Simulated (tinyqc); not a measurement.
RHF in the sto-6g basis, for BeH2, spin multiplicity 1, step by step. One step of it, computed by the program tinyqc.

Task: Iteration 2: building the Fock matrix. J_ij = sum D_kl (ij|kl), K_ij = sum D_kl (ik|jl); F = H + J - 0.5 K; E = tr D H + tr D J / 2 - 0.25 tr D K + E_nn.

D after iteration 1, lower triangle:
```
            1Be 1s    1Be 2s   1Be 2px    1Be 2py   1Be 2pz      2H 1s     3H 1s
1Be 1s    2.064407
1Be 2s   -0.184857  0.619364
1Be 2px   0.000000  0.000000  0.000000
1Be 2py   0.000000  0.000000  0.000000   0.528014
1Be 2pz  -0.007538  0.018482  0.000000   0.000000  0.000554
2H 1s    -0.176039  0.446243  0.000000   0.413558  0.013359   0.646337
3H 1s    -0.176039  0.446243  0.000000  -0.413558  0.013359  -0.001487  0.646337
```

core Hamiltonian H = T + V (hartree), lower triangle:
```
            1Be 1s     1Be 2s    1Be 2px    1Be 2py    1Be 2pz      2H 1s      3H 1s
1Be 1s   -8.708903
1Be 2s   -2.052457  -2.799249
1Be 2px   0.000000   0.000000  -2.284265
1Be 2py   0.000000   0.000000   0.000000  -2.505068
1Be 2pz  -0.001554  -0.012537   0.000000   0.000000  -2.284692
2H 1s    -0.528501  -1.220915   0.000000  -1.278244  -0.057642  -2.177927
3H 1s    -0.528501  -1.220915   0.000000   1.278244  -0.057642  -0.114500  -2.177927
```

Two-electron integrals (ij|kl) in chemists' order, unique and non-zero (hartree):
```
(11|11) 2.299996    (21|11) 0.361879    (21|21) 0.071926    (22|11) 0.570332
(22|21) 0.139654    (22|22) 0.417773    (31|31) 0.015252    (32|31) 0.022555
(32|32) 0.092340    (33|11) 0.570332    (33|21) 0.139654    (33|22) 0.417773
(33|33) 0.450117    (41|41) 0.015252    (42|41) 0.022555    (42|42) 0.092340
(43|43) 0.024258    (44|11) 0.570332    (44|21) 0.139654    (44|22) 0.417773
(44|33) 0.401601    (44|44) 0.450117    (51|51) 0.015252    (52|51) 0.022555
(52|52) 0.092340    (53|53) 0.024258    (54|54) 0.024258    (55|11) 0.570332
(55|21) 0.139654    (55|22) 0.417773    (55|33) 0.401601    (55|44) 0.401601
(55|55) 0.450117    (61|11) 0.095065    (61|21) 0.018332    (61|22) 0.035391
(61|33) 0.035100    (61|41) 0.001809    (61|42) 0.003487    (61|44) 0.035972
(61|51) 0.000080    (61|52) 0.000153    (61|54) 0.000038    (61|55) 0.035102
(61|61) 0.004941    (62|11) 0.212922    (62|21) 0.052873    (62|22) 0.170392
(62|33) 0.164150    (62|41) 0.007388    (62|42) 0.042285    (62|44) 0.182840
(62|51) 0.000325    (62|52) 0.001861    (62|54) 0.000823    (62|55) 0.164186
(62|61) 0.014852    (62|62) 0.100812    (63|31) 0.005291    (63|32) 0.023598
(63|43) 0.007480    (63|53) 0.000329    (63|63) 0.009664    (64|11) 0.223722
(64|21) 0.056296    (64|22) 0.189730    (64|33) 0.178598    (64|41) 0.012008
(64|42) 0.066066    (64|44) 0.211958    (64|51) 0.000296    (64|52) 0.001869
(64|54) 0.001139    (64|55) 0.178634    (64|61) 0.016644    (64|62) 0.128069
(64|64) 0.168628    (65|11) 0.009846    (65|21) 0.002478    (65|22) 0.008350
(65|33) 0.007860    (65|41) 0.000296    (65|42) 0.001869    (65|44) 0.008670
(65|51) 0.005304    (65|52) 0.023681    (65|54) 0.007516    (65|55) 0.008520
(65|61) 0.000733    (65|62) 0.005637    (65|64) 0.006996    (65|65) 0.009972
(66|11) 0.378522    (66|21) 0.095954    (66|22) 0.344002    (66|33) 0.319127
(66|41) 0.016314    (66|42) 0.117982    (66|44) 0.393607    (66|51) 0.000718
(66|52) 0.005193    (66|54) 0.003278    (66|55) 0.319272    (66|61) 0.027988
(66|62) 0.255139    (66|64) 0.344903    (66|65) 0.015180    (66|66) 0.774999
(71|11) 0.095065    (71|21) 0.018332    (71|22) 0.035391    (71|33) 0.035100
(71|41) -0.001809   (71|42) -0.003487   (71|44) 0.035972    (71|51) 0.000080
(71|52) 0.000153    (71|54) -0.000038   (71|55) 0.035102    (71|61) 0.004477
(71|62) 0.012322    (71|64) 0.012569    (71|65) 0.000611    (71|66) 0.021978
(71|71) 0.004941    (72|11) 0.212922    (72|21) 0.052873    (72|22) 0.170392
(72|33) 0.164150    (72|41) -0.007388   (72|42) -0.042285   (72|44) 0.182840
(72|51) 0.000325    (72|52) 0.001861    (72|54) -0.000823   (72|55) 0.164186
(72|61) 0.012322    (72|62) 0.054065    (72|64) 0.054430    (72|65) 0.002973
(72|66) 0.101437    (72|71) 0.014852    (72|72) 0.100812    (73|31) 0.005291
(73|32) 0.023598    (73|43) -0.007480   (73|53) 0.000329    (73|63) 0.004178
(73|73) 0.009664    (74|11) -0.223722   (74|21) -0.056296   (74|22) -0.189730
(74|33) -0.178598   (74|41) 0.012008    (74|42) 0.066066    (74|44) -0.211958
(74|51) -0.000296   (74|52) -0.001869   (74|54) 0.001139    (74|55) -0.178634
(74|61) -0.012569   (74|62) -0.054430   (74|64) -0.052259   (74|65) -0.002946
(74|66) -0.100047   (74|71) -0.016644   (74|72) -0.128069   (74|74) 0.168628
(75|11) 0.009846    (75|21) 0.002478    (75|22) 0.008350    (75|33) 0.007860
(75|41) -0.000296   (75|42) -0.001869   (75|44) 0.008670    (75|51) 0.005304
(75|52) 0.023681    (75|54) -0.007516   (75|55) 0.008520    (75|61) 0.000611
(75|62) 0.002973    (75|64) 0.002946    (75|65) 0.004338    (75|66) 0.005714
(75|71) 0.000733    (75|72) 0.005637    (75|74) -0.006996   (75|75) 0.009972
(76|11) 0.019298    (76|21) 0.004660    (76|22) 0.013766    (76|33) 0.013501
(76|44) 0.014288    (76|51) 0.000054    (76|52) 0.000256    (76|55) 0.013508
(76|61) 0.001190    (76|62) 0.005871    (76|64) 0.006702    (76|65) 0.000355
(76|66) 0.012502    (76|71) 0.001190    (76|72) 0.005871    (76|74) -0.006702
(76|75) 0.000355    (76|76) 0.000465    (77|11) 0.378522    (77|21) 0.095954
(77|22) 0.344002    (77|33) 0.319127    (77|41) -0.016314   (77|42) -0.117982
(77|44) 0.393607    (77|51) 0.000718    (77|52) 0.005193    (77|54) -0.003278
(77|55) 0.319272    (77|61) 0.021978    (77|62) 0.101437    (77|64) 0.100047
(77|65) 0.005714    (77|66) 0.190863    (77|71) 0.027988    (77|72) 0.255139
(77|74) -0.344903   (77|75) 0.015180    (77|76) 0.012502    (77|77) 0.774999
```

nuclear repulsion = 3.24236085 hartree

Give: Coulomb J; exchange K; Fock matrix F; total energy of this density.

Result:

Coulomb J (hartree), lower triangle:
```
         1Be 1s  1Be 2s  1Be 2px  1Be 2py  1Be 2pz   2H 1s   3H 1s
1Be 1s   6.4420
1Be 2s   1.1795  2.6435
1Be 2px  0.0000  0.0000   2.5734
1Be 2py  0.0000  0.0000   0.0000   2.7833
1Be 2pz  0.0028  0.0174   0.0000   0.0000   2.5738
2H 1s    0.3078  1.1325   0.0000   1.2938   0.0593  2.4607
3H 1s    0.3078  1.1325   0.0000  -1.2938   0.0593  0.0911  2.4607
```

exchange K (hartree), lower triangle:
```
          1Be 1s  1Be 2s  1Be 2px  1Be 2py  1Be 2pz   2H 1s   3H 1s
1Be 1s    4.6421
1Be 2s    0.7523  0.8715
1Be 2px   0.0000  0.0000   0.1564
1Be 2py   0.0000  0.0000   0.0000   0.9963
1Be 2pz  -0.0003  0.0309   0.0000   0.0000   0.1577
2H 1s     0.2052  0.6164   0.0000   0.6889   0.0286  1.1604
3H 1s     0.2052  0.6164   0.0000  -0.6889   0.0286  0.0371  1.1604
```

Fock matrix F (hartree), lower triangle:
```
          1Be 1s   1Be 2s  1Be 2px  1Be 2py  1Be 2pz    2H 1s    3H 1s
1Be 1s   -4.5879
1Be 2s   -1.2491  -0.5915
1Be 2px   0.0000   0.0000   0.2110
1Be 2py   0.0000   0.0000   0.0000  -0.2199
1Be 2pz   0.0014  -0.0106   0.0000   0.0000   0.2103
2H 1s    -0.3233  -0.3966   0.0000  -0.3289  -0.0127  -0.2975
3H 1s    -0.3233  -0.3966   0.0000   0.3289  -0.0127  -0.0420  -0.2975
```

total energy of this density = -15.717424 hartree
